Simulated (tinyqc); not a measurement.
Fermi-Dirac statistics of conduction electrons, step by step. Values are carried at full precision from step to step, so a last printed digit may differ when a step is redone from the rounded ones.

Constants: hbar^2/2m0 = 3.80998211 eV angstrom^2; kB = 8.617333262e-05 eV/K; e^2/(4 pi eps0) = 14.39964547 eV angstrom.

Inputs chosen for the exercise (near those of Si, lowest valleys alone; shifted at random, so the results belong to these values and not to a real crystal): m = 1.0825 m0 (density-of-states mass of the conduction band); T = 300 K; n = 3.7e+19 1/cm^3 (electron density); eps = 11.1 (static dielectric constant); alpha = 0.54 1/eV (non-parabolicity).

## Reduced density

N = 2 (m kB T/(4 pi c))^(3/2) with c = hbar^2/2m0, in 1/angstrom^3; times 1e24 for 1/cm^3; u = n/Nc.

kT = 0.025852 eV
Nc = 2.8263e+19 1/cm^3
u = n/Nc = 1.30915

## Reduced Fermi level by five rules

F_j(eta) = (1/Gamma(j + 1)) integral_0^infinity x^j dx/(1 + exp(x - eta)), which tends to exp(eta) for eta << 0.

With u = n/Nc: Boltzmann eta = ln u; Joyce-Dixon eta = ln u + u/sqrt(8) - 4.95009e-3 u^2 + 1.48386e-4 u^3 - 4.42563e-6 u^4; Nilsson eta = ln u/(1 - u^2) + v/(1 + (0.24 + 1.08 v)^-2) with v = (3 sqrt(pi) u/4)^(2/3); fully degenerate limit eta = v; exact: F_1/2(eta) = u.

Find eta = (EF - Ec)/kT by each rule.

eta: Boltzmann 0.269, Joyce-Dixon 0.724, Nilsson 0.729, degenerate 1.447, exact 0.724

Against the exact value the errors are Boltzmann -0.455, Joyce-Dixon 0.000, Nilsson +0.005, degenerate limit +0.723 (in kT).

## Exact eta by Newton steps

Solve ln F_1/2(eta) = ln u from the Boltzmann value; dF_1/2/d eta = F_-1/2, so the step is -ln(F_1/2/u) F_1/2/F_-1/2. Stop below 1e-9.

Newton steps:
```
step       eta     F_1/2    F_-1/2  step taken
1     0.269374  0.942248  0.711290       0.436
2     0.705018   1.29199  0.896485      0.0190
3     0.724027   1.30911  0.904818    3.72e-05
4     0.724064   1.30915  0.904835    1.43e-10
```

Converged in 4 steps.

## Mean energy, Einstein relation and screening

eta = 0.72406

Mean kinetic energy <E> = (3/2) kT F_3/2/F_1/2; D/mu = (kT/e) F_1/2/F_-1/2; dn/dEF = (Nc/kT) F_-1/2; screening length L = (4 pi (e^2/(4 pi eps0)) (dn/dEF)/eps)^(-1/2), with dn/dEF in 1/(angstrom^3 eV) (1/cm^3 = 1e-24/angstrom^3).

F_-1/2, F_1/2, F_3/2: [0.9048, 1.309, 1.605]

<E> = 47.54 meV
D/mu = 37.40 mV
dn/dEF = 9.892e+20 1/(cm^3 eV)
L = 7.875 angstrom

EF lies within 2 kT of the edge. D/mu is 1.447 times kT/e and <E> is 1.226 times (3/2) kT; the Debye formula, with n/kT in place of dn/dEF, would give L = 6.547 angstrom.

## Fermi level in the non-parabolic band

Non-parabolic band E (1 + alpha E) = c k^2/m: n = Nc (2/sqrt(pi)) integral_0^infinity sqrt(x (1 + a x)) (1 + 2 a x) dx/(1 + exp(x - eta)) with a = alpha kT and eta = (EF - Ec)/kT; a = 0 gives n = Nc F_1/2(eta).

Solve for eta at the same n.

a = 0.01396
eta = 0.635
EF - Ec = 16.41 meV

The extra states lower EF by 2.31 meV against the parabolic band.

## Checks

- Non-parabolic integral at a = 0 against F_1/2(2): both 2.823721.
- F_1/2(40) against the Sommerfeld form (4/(3 sqrt(pi))) eta^(3/2) (1 + pi^2/(8 eta^2)): both 190.45.

(tinyqc, `OMP_NUM_THREADS=1 python tinyqc.py 1652110 1652111 out.jsonl`, Intel(R) Xeon(R) Processor @ 2.30GHz, 1 thread, shared host, about 0.01 s.)
